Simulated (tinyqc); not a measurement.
Millisecond and nanosecond annealing: surface heating, thermal budget and solid-phase regrowth: one step, computed by the program tinyqc.

A square pulse heats the surface of a thick wafer with constant thermal properties; losses by radiation are neglected and silicon melts at 1414 C.

Problem. Thermal budget. Absorbed flux q = (1 - R) fluence/t_p; kappa = k/c. With f(z, t) = (2 q/k) sqrt(kappa t) ierfc(z/(2 sqrt(kappa t))), ierfc(x) = exp(-x^2)/sqrt(pi) - x erfc(x): T = T0 + f(z, t) during the pulse and T0 + f(z, t) - f(z, t - t_p) after it. Temperatures in kelvin are T(C) + 273.15. Integrate exp(-E/(k_B T(t))) at the surface from 0 to 10 t_p (Gauss-Legendre, 60 points in sqrt(t) up to t_p and 60 in sqrt(t - t_p) after it). (Dt) = D0 x integral with E; regrowth = v0 x integral with E_v; effective time = integral/exp(-E/(k_B T_peak)).

Inputs (values chosen for the exercise, modelled on hot silicon with phosphorus):
```
quantity,value,unit
incident fluence,18.7,J/cm^2
pulse length t_p,0.00066,s
reflectance R,0.42,-
thermal conductivity k,0.24,W/(cm K)
heat capacity per volume c,2.15,J/(cm^3 K)
preheat temperature T0,700,C
dopant prefactor D0,5.36,cm^2/s
dopant activation energy E,3.67,eV
regrowth prefactor v0,3.3e+08,cm/s
regrowth energy E_v,2.7,eV
amorphous layer,26,nm
```

Source: flash lamp.

peak temperature = 1363.175 C

Constants: k_B = 8.617333262e-05 eV/K.

Give: budget (Dt); diffusion length 2 sqrt(Dt); effective time over t_p; possible regrowth.

Solution.

budget (Dt) = 3.206e-15 cm^2

diffusion length 2 sqrt(Dt) = 1.133 nm

effective time over t_p = 0.1823

possible regrowth = 2638 nm

Caution: equilibrium diffusivities are used; implant damage enhances diffusion, and k and c vary with temperature. Caution: the peak lies above 1150 C, and amorphous silicon melts some 200 to 250 K below the crystal, so a layer that has not regrown before the peak may melt instead. Caution: at this preheat temperature the layer would already regrow within five seconds or less before the pulse.
